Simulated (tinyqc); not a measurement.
# Ionisation constants from two fields

Problem. alpha_n = an exp(-bn/E). Find bn and an.

alpha_n at 1930 and 3720 kV/cm (1/cm): [3.0622748, 17077.958]

Answer. ln alpha is a straight line in 1/E with slope -bn and intercept ln an.

bn = 3.460e7 V/cm
an = 1.870e8 1/cm

Numbers from tinyqc (`OMP_NUM_THREADS=1 python tinyqc.py 2120054 2120055 out.jsonl`; about 0.07 s on one thread of a shared Intel Xeon 2.30GHz).
